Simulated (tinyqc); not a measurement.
# Worked calculation: Esaki diode in forward bias, two-band WKB

tinyqc, about 0.02 s, one thread, Intel Xeon 2.30GHz (shared host): `OMP_NUM_THREADS=1 python tinyqc.py 2620143 2620144 out.jsonl` Printed values are rounded.

Abrupt p-n junction, depletion approximation. Energies E are counted from the conduction-band edge of the neutral n side; its Fermi level lies at dn, that of the p side at dn - V, and the valence-band edge of the neutral p side at Em = dn + dp - V. Tunnelling needs 0 < E < Em. Two-band dispersion with equal masses m: inside the gap kappa = sqrt(m u (1 - u/Eg)/C), u the distance from a band edge, C = hbar^2/(2 m0).

Inputs (values chosen for the exercise); band and dielectric values close to those of gallium arsenide: temperature T = 300 K; band gap Eg = 1.45 eV; relative permittivity eps_r = 12.9; conduction-band density of states at 300 K Nc = 4.43e17 cm^-3; valence-band density of states at 300 K Nv = 9.15e18 cm^-3; band-edge mass of the two-band model m = 0.066 m0; acceptor density Na = 2.4e19 cm^-3; donor density Nd = 4.4e19 cm^-3; bias of the p side V = 0.43 V; points of the energy grid nE = 9.

Constants: q = 1.602176634e-19 C, kB = 1.380649e-23 J/K, hbar = 1.054571817e-34 J s, h = 6.62607015e-34 J s, m0 = 9.1093837015e-31 kg, Vt = kB T/q, eps0 = 8.8541878128e-14 F/cm where lengths are in cm, hbar^2/(2 m0) = 0.0380998212 eV nm^2. Results are converted to the units shown.

Range of the model: Parabolic densities of states, no band tails and no gap narrowing, all of which matter at such doping.

## Fermi levels and built-in voltage

Nd = Nc F12(dn/Vt), Na = Nv F12(dp/Vt), F12(x) = (2/sqrt(pi)) int_0^infinity sqrt(u)/(1 + exp(u - x)) du; dn = EF - Ec on the n side, dp = Ev - EF on the p side (negative outside the bands); Vbi = Eg + dn + dp.

dn = 0.6695013 eV
dp = 0.04808673 eV
Vbi = 2.167588 V

Boltzmann statistics would give dn = 0.119 eV and dp = 0.0249 eV. At zero bias the bands of the two sides overlap by dn + dp.

## Width, field and exponent

W = sqrt(2 eps0 eps_r (Vbi - V)(1/Na + 1/Nd)/q), mean field F = (Vbi - V)/W, peak field 2 F. In a uniform field F the exponent is S = pi sqrt(m/C) Eg^1.5/(4 F). Transverse energy Et = C kt^2/m raises it to S (1 + 4 Et/Eg), so T = exp(-S) exp(-Et/Eb) with Eb = Eg/(4 S). KJ = (2 q^2/h) m/(4 pi C) (times 1e14 for A/cm^2 per eV^2).

W = 12.63063 nm
mean field = 1.375694 MV/cm
S = 13.11990
exp(-S) = 2.004935e-6
Eb = 27.62979 meV
tunnelling length Eg/F = 10.54013 nm

## Current density on a coarse grid

J = KJ exp(-S) Eb times the integral from 0 to Em of [f(E - dn) - f(E - dn + V)] [1 - exp(-min(E, Em - E)/Eb)] dE, f(x) = 1/(1 + exp(x/Vt)), with S and Eb from the mean field; J > 0 flows from p to n. KJ = (2 q^2/h) m/(4 pi C) (times 1e14 for A/cm^2 per eV^2). Simpson's rule on nE equally spaced points from 0 to Em.

```
point	E (eV)	difference of the f	transverse factor
0	0.0000000	0.0000947	0.0000000
1	0.0359485	0.0003804	0.7277619
2	0.0718970	0.0015265	0.9258864
3	0.1078455	0.0061041	0.9798235
4	0.1437940	0.0240771	0.9945072
5	0.1797425	0.0901690	0.9798235
6	0.2156911	0.2847494	0.9258864
7	0.2516396	0.6152718	0.7277619
8	0.2875881	0.8653056	0.0000000
```

integral = 0.03292312 eV
KJ = 1.068085e9 A/(cm^2 eV^2)
J = 1.947981 A/cm^2

A converged quadrature gives 1.962 A/cm^2; this grid is 0.71 % below that in size.
